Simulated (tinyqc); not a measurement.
## Elastic trap-assisted tunnelling through a dielectric: effect of the trap depth

Emitter at x = 0 (Fermi level 0), collector at x = t (Fermi level -V), band edge U(x) = phi - F x, F = V/t. A trap at x has the energy E = U(x) - Et. With G(u) = (4/(3 F)) sqrt(mo/C) max(u, 0)^1.5, C = hbar^2/(2 m0): S1 = G(phi - E) - G(Et), S2 = G(Et) - G(phi - V - E), T1,2 = exp(-S1,2). The steady rate through one trap is nu T1 T2 (f1 - f2)/(T1 + T2), f1 = f(E), f2 = f(E + V), f(y) = 1/(1 + exp(y/Vt)); both contacts offer states at E.

J = q Nt times the integral of the rate over x. Direct S = (4/(3 F)) sqrt(mo/C) [phi^1.5 - max(phi - V, 0)^1.5].

Parameters, values chosen for the exercise; dielectric values close to those of hafnium oxide:
- T = 300 K (temperature)
- phi = 1.51 eV (barrier above the emitter Fermi level)
- mo = 0.2 m0 (tunnelling mass)
- t = 3.8 nm (thickness)
- Nt = 4.9e18 cm^-3 (trap density)
- nu = 1e14 1/s (attempt frequency)
- V = 1.07 V (voltage)

Constants: q = 1.602176634e-19 C, kB = 1.380649e-23 J/K, hbar = 1.054571817e-34 J s, m0 = 9.1093837015e-31 kg, Vt = kB T/q, hbar^2/(2 m0) = 0.0380998212 eV nm^2. Results are converted to the units shown.

The same in every row: direct S = 17.0.

Results:
```
Et (eV)  J (A/cm^2)  x of the peak over t  larger S there
0.68           1.75                 0.774            14.0
0.8            9.37                 0.662            12.3
0.92           53.2                 0.551            10.5
1.17            276                 0.426            9.24
1.29            182                 0.433            9.77
1.42            102                 0.441            10.3
1.54           61.0                 0.446            10.7
1.66           37.3                 0.451            11.2
```

Estimate the missing row, Et = 1.05 eV.

Computed row:
```
Et (eV)  J (A/cm^2)  x of the peak over t  larger S there
1.05            226                 0.455            8.99
```

With this row back in the table: J goes from 1.75 through a maximum of 276 (at Et = 1.17 eV among the rows listed) to 37.3 A/cm^2. Shallow traps near the emitter lie above its Fermi level and stay empty, while deep traps face higher barriers, so a middle depth conducts best.

Range of the model: Phonon-assisted (inelastic) capture, chains of traps and a spread of trap depths are left out.

Program tinyqc, `OMP_NUM_THREADS=1 python tinyqc.py 2370067 2370068 out.jsonl`; Intel Xeon 2.30GHz, shared host, one thread, about 0.04 s.
